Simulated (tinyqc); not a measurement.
From one set of inputs to another, one input at a time: donor or exciton in a quantum well (variational effective-mass method). Computed by tinyqc, a small Python program. Command: `OMP_NUM_THREADS=1 python tinyqc.py 3005716 3005717 out.jsonl welldonor ladder`. One thread of a shared host (Intel(R) Xeon(R) Processor @ 2.30GHz), about 0.1 s of CPU time with the checks.

H = -nabla^2 - 2/|r - r_i| + V(z) in effective units; trial function psi = f(z) exp(-|r - r_i|/lambda), f the ground state of the well. Mass and screening are the same in well and barrier; l = L/a* is the width in effective units. Bands are flat: no polarisation or applied field.

The inputs printed are set A. Set A is modelled on CdTe; the values taken over come from a set modelled on ZnO. Inputs not listed in the table keep their values of set A, so the rows need not describe a real material.

Inputs (values chosen for the exercise, modelled on CdTe):
```
quantity                               value  unit
electron mass m                       0.0941   m_0
dielectric constant eps                 10.3     -
well width L                             1.9    nm
donor position z_i/L from the centre       0     -
```

Centre: donor. Barriers: infinite.

Constants: Ry = 13.605693123 eV; a_0 = 0.529177210903 angstrom.

Method:
- Ry* = Ry m/eps^2, a* = a_0 eps/m; l = L/a*.
- k = pi/l; f = cos(k z) inside and zero outside; subband energy k^2 Ry*.
- Binding E_b(lambda) = -1/lambda^2 + 4 A/(lambda B), with A = int f^2 exp(-2 s/lambda) dz, B = int f^2 exp(-2 s/lambda)(1 + 2 s/lambda) dz and s = |z - z_i|; 40 Gauss-Legendre points on each piece between the walls at z = -l/2 and l/2 and z_i.
- Golden-section search for the maximum over lambda from 0.3 to 4, 40 steps.

Each row keeps all changes above it:
```
input moved                from     to  binding energy (meV)  binding in Ry*  subband energy (meV)
set A                         -      -                 36.60          3.0332                1106.9
dielectric constant eps    10.3   8.47                 51.89          2.9075                1106.9
electron mass m (m_0)    0.0941  0.272                110.82          2.1482                 383.0
well width L (nm)           1.9    2.4                102.23          1.9818                 240.0
```

Which inputs carry the difference?

Binding energy goes from 36.6 to 102, a factor 2.79 in all. The largest single move comes from electron mass m (a factor 2.14), and well width L works against it (a factor 0.923). Binding in Ry* goes from 3.03 to 1.98, a factor 0.653 in all. The largest single move comes from electron mass m (a factor 0.739). Subband energy goes from 1110 to 240, a factor 0.217 in all. The largest single move comes from electron mass m (a factor 0.346). The single moves hold for this order of the switches; the total does not depend on the order.

Caution (all rows): so narrow a well has large confinement energy, where non-parabolicity and barrier penetration matter.

Extremes, crossings and ranges named in words are read from the listed rows.
